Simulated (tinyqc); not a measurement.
Absorption edge of a degenerate semiconductor, band filling against gap narrowing: two steps of the calculation.

n-type, parabolic bands, full ionisation. eta = (EF - Ec)/kB T solves N = Nc F12(eta), F12(x) = (2/sqrt(pi)) int_0^infinity sqrt(u)/(1 + exp(u - x)) du. The gap shrinks rigidly by dEg = a3 y^(1/3) + a4 y^(1/4) + a2 y^(1/2), y = N/1e18 cm^-3, an empirical law that is here taken as the true narrowing.

Values chosen for this exercise; band and dielectric values close to those of gallium arsenide:
- T = 300 K (temperature)
- Eg = 1.43 eV (band gap)
- Nc = 4.41e17 cm^-3 (conduction-band density of states at 300 K, from me)
- me = 0.0676 m0 (electron mass)
- mh = 0.491 m0 (hole mass)
- N = 1.4e18 cm^-3 (ionised donor density)
- a3 = 18.5 meV (coefficient of (N/1e18)^(1/3))
- a4 = 7.1 meV (coefficient of (N/1e18)^(1/4))
- a2 = 1.9 meV (coefficient of (N/1e18)^(1/2))

Constants: q = 1.602176634e-19 C, kB = 1.380649e-23 J/K, h = 6.62607015e-34 J s, c = 299792458 m/s, Vt = kB T/q. Results are converted to the units shown.

Task 1. Fermi level. Newton step on ln F12(eta) = ln(N/Nc): eta(new) = eta - ln(Nc F12/N) F12/Fm, Fm(x) = dF12/dx = (1/sqrt(pi)) int_0^infinity u^(-1/2)/(1 + exp(u - x)) du.

eta at the start (Boltzmann value) = 1.1552

Give: F12; Fm; eta after iteration 1.

Result 1.

F12 = 1.740
Fm = 1.096
eta after iteration 1 = 2.109

Task 2. The optical edge. Vertical transitions need an empty final state: the edge is taken where the state lies 4 kB T below EF, E_opt = Eg - dEg + (1 + me/mh) max(eta - 4, 0) kB T; wavelength h c/(q E_opt).

converged eta = 2.2320165

Wanted: dEg; EF - Ec; filling shift; E_opt; wavelength.

Result 2.

dEg = 30.67 meV
EF - Ec = 57.70 meV
filling shift = 0 meV
E_opt = 1.399 eV
wavelength = 886.0 nm

The edge lies 30.7 meV below the undoped gap: narrowing outweighs filling.

Range of the model: Band tails, non-parabolic bands and incomplete ionisation are left out.

tinyqc, about 0.01 s, one thread, Intel Xeon 2.30GHz (shared host): `OMP_NUM_THREADS=1 python tinyqc.py 2330075 2330076 out.jsonl`
